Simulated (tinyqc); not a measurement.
Slope factor and drain-induced lowering from three currents.

Question. With source and body at 0 V, I = A exp((Vg + dd Vd)/(nf Vt)) (1 - exp(-Vd/Vt)). Find nf, the swing nf Vt ln 10 and dd.

Values chosen for this exercise:
- T = 300 K (temperature)

Constants: q = 1.602176634e-19 C, kB = 1.380649e-23 J/K, Vt = kB T/q. Results are converted to the units shown.

currents at (Vg, Vd) = (0, 0.05), (0, 0.8) and (0.1, 0.8) V (nA/um): 0.0013064313  0.032720691  0.49873402

Solution. The pair at equal Vd gives nf; the pair at equal Vg, after dividing out the factors 1 - exp(-Vd/Vt), gives dd.

nf = 1.42
swing = 84.5 mV/decade
dd = 0.150

Program tinyqc, `OMP_NUM_THREADS=1 python tinyqc.py 2242005 2242006 out.jsonl`; Intel Xeon 2.30GHz, shared host, one thread, about 0.03 s.
